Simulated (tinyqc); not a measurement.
Worked calculation: FCI on RHF in the sto-3g basis, for Li+, spin multiplicity 1. One step of it, computed by the program tinyqc.

Task: Iteration 1: building the Fock matrix. J_ij = sum D_kl (ij|kl), K_ij = sum D_kl (ik|jl); F = H + J - 0.5 K; E = tr D H + tr D J / 2 - 0.25 tr D K + E_nn.

D at the start:
```
           1Li 1s    1Li 2s   1Li 2px   1Li 2py   1Li 2pz
1Li 1s   1.969590  0.059347  0.000000  0.000000  0.000000
1Li 2s   0.059347  0.001788  0.000000  0.000000  0.000000
1Li 2px  0.000000  0.000000  0.000000  0.000000  0.000000
1Li 2py  0.000000  0.000000  0.000000  0.000000  0.000000
1Li 2pz  0.000000  0.000000  0.000000  0.000000  0.000000
```

core Hamiltonian H = T + V (hartree):
```
            1Li 1s     1Li 2s    1Li 2px    1Li 2py    1Li 2pz
1Li 1s   -4.406095  -0.984581   0.000000   0.000000   0.000000
1Li 2s   -0.984581  -1.104759   0.000000   0.000000   0.000000
1Li 2px   0.000000   0.000000  -0.877579   0.000000   0.000000
1Li 2py   0.000000   0.000000   0.000000  -0.877579   0.000000
1Li 2pz   0.000000   0.000000   0.000000   0.000000  -0.877579
```

Two-electron integrals (ij|kl) in chemists' order, unique and non-zero (hartree):
```
(11|11) 1.680395   (21|11) 0.265420   (21|21) 0.049941   (22|11) 0.397727
(22|21) 0.092860   (22|22) 0.290562   (31|31) 0.008981   (32|31) 0.013788
(32|32) 0.064184   (33|11) 0.396640   (33|21) 0.092880   (33|22) 0.290497
(33|33) 0.312946   (41|41) 0.008981   (42|41) 0.013788   (42|42) 0.064184
(43|43) 0.016869   (44|11) 0.396640   (44|21) 0.092880   (44|22) 0.290497
(44|33) 0.279207   (44|44) 0.312946   (51|51) 0.008981   (52|51) 0.013788
(52|52) 0.064184   (53|53) 0.016869   (54|54) 0.016869   (55|11) 0.396640
(55|21) 0.092880   (55|22) 0.290497   (55|33) 0.279207   (55|44) 0.279207
(55|55) 0.312946
```

nuclear repulsion = 0 hartree

Give: Coulomb J; exchange K; Fock matrix F; total energy of this density.

Result:

Coulomb J (hartree):
```
         1Li 1s  1Li 2s  1Li 2px  1Li 2py  1Li 2pz
1Li 1s   3.3419  0.5289   0.0000   0.0000   0.0000
1Li 2s   0.5289  0.7949   0.0000   0.0000   0.0000
1Li 2px  0.0000  0.0000   0.7928   0.0000   0.0000
1Li 2py  0.0000  0.0000   0.0000   0.7928   0.0000
1Li 2pz  0.0000  0.0000   0.0000   0.0000   0.7928
```

exchange K (hartree):
```
         1Li 1s  1Li 2s  1Li 2px  1Li 2py  1Li 2pz
1Li 1s   3.3413  0.5495   0.0000   0.0000   0.0000
1Li 2s   0.5495  0.1099   0.0000   0.0000   0.0000
1Li 2px  0.0000  0.0000   0.0194   0.0000   0.0000
1Li 2py  0.0000  0.0000   0.0000   0.0194   0.0000
1Li 2pz  0.0000  0.0000   0.0000   0.0000   0.0194
```

Fock matrix F (hartree):
```
          1Li 1s   1Li 2s  1Li 2px  1Li 2py  1Li 2pz
1Li 1s   -2.7348  -0.7305   0.0000   0.0000   0.0000
1Li 2s   -0.7305  -0.3648   0.0000   0.0000   0.0000
1Li 2px   0.0000   0.0000  -0.0945   0.0000   0.0000
1Li 2py   0.0000   0.0000   0.0000  -0.0945   0.0000
1Li 2pz   0.0000   0.0000   0.0000   0.0000  -0.0945
```

total energy of this density = -7.135447 hartree
